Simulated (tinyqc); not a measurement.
# Interdiffusion of a quantum well during annealing: blurred potential and shift of the confined levels, step by step

A worked calculation. Computed by tinyqc, a small Python program that keeps every step. Command: `OMP_NUM_THREADS=1 python tinyqc.py 3009494 3009495 out.jsonl qwi walk`. One thread of a shared host (Intel(R) Xeon(R) Processor @ 2.30GHz), about 0.06 s of CPU time with the checks. Intermediate numbers are printed to about 6 digits and carried at full precision; extremes and crossings named in words are read from the listed rows.

A square well of width w is blurred by Fick diffusion with a constant coefficient; band offsets are linear in composition, masses are uniform, and strain and excitons are ignored.

Inputs (values chosen for the exercise, modelled on InGaAs in InP):

| quantity | value | unit |
|---|---|---|
| well width w | 12 | nm |
| electron mass m_e | 0.0424 | m_0 |
| hole mass m_h | 0.397 | m_0 |
| conduction offset V_c | 0.2 | eV |
| valence offset V_v | 0.38 | eV |
| prefactor D0 | 24 | cm^2/s |
| activation energy E | 3.26 | eV |
| anneal temperature T | 720 | C |
| anneal time t | 150 | s |

Constants: k_B = 8.617333262e-05 eV/K; hbar^2/(2 m_0) = 3.80998212 eV angstrom^2.

## Diffusion length

D = D0 exp(-E/(k_B T)); L = sqrt(D t); share of well material at the centre erf(w/(4L)); 1 nm = 1e-7 cm. Temperatures in kelvin are T(C) + 273.15.

diffusivity D = 6.87408e-16 cm^2/s

diffusion length L = 3.21109 nm

ratio L/w = 0.267591

share at the centre = 0.813580

## Levels before the anneal

Square well, ground state: take the lowest root of k tan(k w/2) = kappa, k^2 = E/c, kappa^2 = (V - E)/c, c = hbar^2/(2m) with hbar^2/(2 m_0) in eV angstrom^2.

electron level before the anneal = 33.1112 meV

hole level before the anneal = 5.59809 meV

Caution: the well mass is used in the barriers too; a heavier barrier mass would lower these levels.

## Levels after the anneal

With L = sqrt(D t) and the share at the centre erf(w/(4L)). After the anneal: V(z) = V {1 - (1/2)[erf((w/2 - z)/(2L)) + erf((w/2 + z)/(2L))]}, energies counted from the original well bottom. Finite differences on 3000 points over |z| < w/2 + 6L + 25 nm; shifts are taken against the same grid with cell-averaged square steps. Rise of the bottom = V (1 - share at the centre). Overlap = |<electron|hole>|^2.

shift of the electron level = 44.164 meV

shift of the hole level = 84.598 meV

blue shift of the transition = 128.762 meV

rise of the gap at the centre = 108.124 meV

overlap = 0.7577

The centre has taken up barrier material, which carries much of the shift.

## Shift against diffusion length

First-order estimate for small L: the shift is 2 L^2 V |d(psi^2)/dz| at an edge, with psi the normalised square-well state: psi^2 = cos^2(k z)/(w/2 + 1/kappa) inside, so |d(psi^2)/dz| = k sin(k w)/(w/2 + 1/kappa).

Shifts (meV):

| L/w | L (nm) | share at the centre | electron | hole | sum | first-order sum |
|---|---|---|---|---|---|---|
| 0.02 | 0.24 | 1 | 0.372 | 0.316 | 0.687 | 0.786691 |
| 0.04 | 0.48 | 1 | 1.416 | 1.121 | 2.537 | 3.14676 |
| 0.07 | 0.84 | 1.000000 | 4.1 | 3.292 | 7.391 | 9.63696 |
| 0.1 | 1.2 | 0.999593 | 8.036 | 7.256 | 15.292 | 19.6673 |
| 0.15 | 1.8 | 0.981578 | 17.119 | 21.117 | 38.235 | 44.2513 |
| 0.2 | 2.4 | 0.922900 | 28.362 | 45.305 | 73.667 | 78.6691 |
| 0.3 | 3.6 | 0.761407 | 51.264 | 102.863 | 154.127 | 177.005 |
| 0.45 | 5.4 | 0.567942 | 77.614 | 170.336 | 247.95 | 398.262 |
| 0.7 | 8.4 | 0.386495 | 103.518 | 234.186 | 337.704 | 963.696 |
| 1 | 12 | 0.276326 | 120.151 | 273.433 | 393.584 | 1966.73 |

The sum grows as L^1.88 between the first rows (L^2, linear in time, in first order) and as L^0.43 between the last, as it bends towards the limit V_c + V_v less the original levels, 541.3 meV. The first-order form is off by +15 % in the first row and +29 % at L/w = 0.1; it needs L well below the decay length 1/kappa. At L/w = 0.2 the electron level has moved by the larger share of its offset (11.9 % for the hole, 14.2 % for the electron).

Checks made by the program: finite differences against the square-well equation (relative difference 2e-05).
